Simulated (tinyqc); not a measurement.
Inversion-layer mobility, back-scattering and ballistic limit of a field-effect transistor: one step, computed by the program tinyqc.

The charge at the top of the source barrier is fixed by the gate; series resistance and short-channel effects are left out. F_j are Fermi integrals normalised to exp(eta) in the classical limit.

Task: Back-scattering. F_j(eta) = (1/Gamma(j + 1)) int_0^infinity x^j/(1 + exp(x - eta)) dx, F_0 = ln(1 + exp(eta)). Integrals over x = E/(k_B T) use 160 Gauss-Legendre points in u = sqrt(x) from 0 to sqrt(max(eta, 0) + 32). Ballistic channel: N_2D = g_v m k_B T/(pi hbar^2), U = e V_D/(k_B T); eta_F solves N_inv = (N_2D/2)[F_0(eta_F) + F_0(eta_F - U)]; v_T = sqrt(2 k_B T/(pi m)); I/W = e (N_2D/2) v_T [F_1/2(eta_F) - F_1/2(eta_F - U)]; injection velocity v_T F_1/2(eta_F)/F_0(eta_F). Mean free path lambda = (2 k_B T/e)(mu/v_T) F_0(eta_0)/F_-1/2(eta_0), with eta_0 from N_inv = N_2D F_0(eta_0); critical length l = L (1 + U)^(-a), an empirical rule; back-scattering r = l/(l + lambda). Then eta solves N_inv = (N_2D/2)[(1 + r) F_0(eta) + (1 - r) F_0(eta - U)] and I/W = e (N_2D/2) v_T (1 - r)[F_1/2(eta) - F_1/2(eta - U)]. Ballistic ratio: I over the ballistic current. Apparent mobility 1/(1/mu + 1/mu_B), mu_B = mu L/lambda.

Inputs (values chosen for the exercise, modelled on a 4H-SiC n-channel):
```
quantity,value,unit
transport mass m,0.3,m_0
valley degeneracy g_v,3,-
gate overdrive V_G - V_T,0.44,V
drain voltage V_D,0.98,V
channel length L,420,nm
exponent a of the critical length,0.79,-
temperature T,400,K
```

Statistics at the top of the barrier: Fermi-Dirac.

inversion density N_inv = 9.483215e+12 1/cm^2

effective mobility mu = 27.69899 cm^2/(V s)

Constants: m_0 = 9.1093837015e-31 kg; k_B = 1.380649e-23 J/K; hbar = 1.054571817e-34 J s; k_B = 8.617333262e-05 eV/K; e = 1.602176634e-19 C.

Give: eta_0; mean free path lambda; critical length l; back-scattering coefficient r; current I/W; ballistic ratio; apparent low-field mobility.

Result:

eta_0 = 0.07584

mean free path lambda = 1.943 nm

critical length l = 29.03 nm

back-scattering coefficient r = 0.9373

current I/W = 62.13 microampere/micrometre

ballistic ratio = 0.02947

apparent low-field mobility = 27.57 cm^2/(V s)

L/lambda = 216.16, but at this drain voltage only the first 29.0 nm can return a carrier to the source, so the device works at 3 % of its ballistic limit. Caution: the current exceeds the long-channel drift law, so the empirical rule for l, meant for short channels, is too generous here.
